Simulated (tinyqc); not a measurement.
Diamond against structures with more neighbours: Stillinger-Weber potential for a tetrahedral semiconductor. Computed by tinyqc, a small Python program. Command: `OMP_NUM_THREADS=1 python tinyqc.py 3006487 3006488 out.jsonl swsi walk`. One thread of a shared host (Intel(R) Xeon(R) Processor @ 2.30GHz), about 0.05 s of CPU time with the checks.

With x = r/sigma: pair term eps A (B x^-4 - 1) exp(1/(x - a)); for each pair of neighbours j, k of atom i, three-body term eps lambda exp(gamma/(x_ij - a) + gamma/(x_ik - a)) (cos theta_jik + 1/3)^2; both vanish beyond x = a. A = 7.049556277, B = 0.6022245584, a = 1.8.

Inputs (values chosen for the exercise, modelled on silicon):
```
quantity                    value      unit
energy scale eps            2.107        eV
length scale sigma          2.082  angstrom
three-body strength lambda   21.5         -
gamma                         1.3         -
```

Method. Each structure is relaxed in its neighbour distance d (lowest minimum for d between sigma and 1.7 sigma), with all neighbours inside the cut-off, second shells too where they fall inside.

Energies per atom (eV):
```
structure     first neighbours  d (angstrom)     pair  three-body    total  volume (angstrom^3)
diamond                      4        2.3370  -4.2140      0.0000  -4.2140               19.650
simple cubic                 6        2.5471  -5.7514      1.3297  -4.4216               16.525
bcc                          8        2.7169  -7.5444      2.5343  -5.0101               15.438
fcc                         12        2.8369  -7.4774      2.5339  -4.9435               16.144
```

What follows from these numbers?

The order is bcc < fcc < simple cubic < diamond, the lowest two 0.067 eV apart. Against diamond the pair energy changes by -1.54 (simple cubic), -3.33 (bcc), -3.26 (fcc) eV, while angles away from 109.47 degrees cost 1.33, 2.53, 2.53 eV; the bonds stretch to 2.84 angstrom in fcc to weaken that penalty. With lambda = 21.5 and gamma = 1.3 (21 and 1.2 in the original fit to silicon) the three-body term, which a larger gamma damps, does not keep diamond lowest, unlike the element itself.

Extremes, crossings and ranges named in words are read from the listed rows.
